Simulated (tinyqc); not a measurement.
Worked calculation: electroplating on a thin resistive seed layer: kinetics, Wagner number and the terminal effect across a wafer. Computed by tinyqc, a small Python program that keeps every step. Command: `OMP_NUM_THREADS=1 python tinyqc.py 3120461 3120462 out.jsonl terminal walk`. One thread of a shared host (Intel(R) Xeon(R) Processor @ 2.30GHz), about 0.02 s of CPU time with the checks. Intermediate numbers are printed to about 5 digits and carried at full precision; extremes and crossings named in words are read from the listed rows.

Current enters the seed at the rim. The bath is treated as a local resistance per area (no lateral flow in the liquid), two electrons per ion, molar volume 7.11 cm^3/mol, Faraday constant F = e N_A, kinematic viscosity 0.01 cm^2/s, omega = 2 pi x rpm/60; k_B T/e is in volts.

Inputs (values chosen for the exercise, of the order of those for copper plating on a thin cobalt or ruthenium seed):
```
quantity,value,unit
wafer radius R,7.5,cm
seed thickness t,54,nm
seed resistivity,24,microohm cm
bath conductivity kappa,0.065,S/cm
gap to the anode h,1.5,cm
extra resistance of a porous plate,0,ohm cm^2
exchange current density i_0,0.8,mA/cm^2
cathodic transfer coefficient alpha,0.89,-
mean current density,12,mA/cm^2
diffusivity of the metal ion,5.6e-06,cm^2/s
metal ion concentration,0.4,mol/L
rotation rate,30,rpm
temperature T,298,K
```

Constants: e = 1.602176634e-19 C; N_A = 6.02214076e+23 1/mol; k_B = 8.617333262e-05 eV/K.

## Rate, limit and resistances

Growth rate = i V_m/(2 F). Levich limit i_L = 0.62 x 2 F D^(2/3) omega^(1/2) nu^(-1/6) c. Tafel overpotential eta = (k_B T/(alpha e)) ln(i/i_0); kinetic resistance k_B T/(alpha e i); bath resistance h/kappa + plate; R_s = resistivity/t; Wagner number = kinetic resistance x kappa/R.

growth rate = 265.28 nm/min

limiting current i_L = 57.629 mA/cm^2

overpotential = 78.137 mV

kinetic resistance = 2.4045 ohm cm^2

bath resistance R_b = 23.077 ohm cm^2

sheet resistance R_s = 4.4444 ohm/square

Wagner number = 0.020839

## Linear estimate of the terminal effect

Linearised: with R_t = kinetic + bath resistance the current density obeys (1/r)(r i')' = i R_s/R_t, so i = A I_0(r/l), l = sqrt(R_t/R_s); with x = R/l, edge/centre = I_0(x) and edge/mean = x I_0(x)/(2 I_1(x)). Voltage drop in the seed for a uniform current: i R_s R^2/4.

length l = 2.3944 cm

x = R/l = 3.1323

edge over centre, linear = 5.4361

edge over mean, linear = 1.9115

drop for uniform current = 750.00 mV

## Current distribution

Full model: seed potential phi(r) with (1/r)(r phi')' = R_s i, where i solves phi = R_b i + (k_B T/(alpha e)) ln(i/i_0) (phi being the driving voltage left at r); phi'(0) = 0 and phi'(R) = R_s i_mean R/2. Solved by collocation to a tolerance of 1e-7.

Across the wafer:
```
r/R,i (mA/cm^2),i/mean,"i/mean, linear"
0.00,4.419,0.3683,0.3516
0.20,4.804,0.4003,0.3870
0.40,6.102,0.5085,0.5038
0.60,8.792,0.7327,0.7378
0.75,12.287,1.0239,1.0321
0.90,17.804,1.4836,1.4841
1.00,23.133,1.9277,1.9115
```

edge over centre, full model = 5.2344

The full model gives 5.23 against 5.44 from the linear form.

## As the film thickens, and with more bath resistance

The film is taken as uniform, with the seed resistivity; the last column adds 100 ohm cm^2 to R_b. Extra power of that plate = i^2 x 100 ohm cm^2 x area.

Edge over centre:
```
thickness (nm),R_s (ohm/square),as given,with 100 ohm cm^2 more
54,4.4444,5.2344,1.5634
81,2.9630,3.3862,1.3606
108,2.2222,2.6371,1.2649
162,1.4815,1.9949,1.1730
270,0.8889,1.5529,1.1021
540,0.4444,1.2606,1.0504
1080,0.2222,1.1264,1.0251
```

extra power = 2.5447 W

The ratio falls below 1.1 in none of these rows as given, and from 540 nm on with the added resistance: what counts is R_s R^2 against the sum of kinetic and bath resistance.

Checks made by the program: mean of the distribution (relative difference 3e-07).
